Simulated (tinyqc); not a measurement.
From results to parameters: Luttinger model of the valence bands. Computed by the program tinyqc.

Problem. In the four-band Luttinger model 1/m = g1 -/+ 2 g2 along [100] and g1 -/+ 2 g3 along [111]. Find g1, g2, g3 and the light hole mass along [111].

heavy and light hole masses along [100] (electron masses): 0.095420  0.063613
heavy hole mass along [111] = 0.245098 electron masses

Solution. The mean of the two inverse masses along [100] is g1 and a quarter of their difference is g2; g3 = (g1 - 1/m_hh[111])/2.

g1, g2, g3: 13.100  1.310  4.510
light hole mass along [111] = 0.0452 electron masses
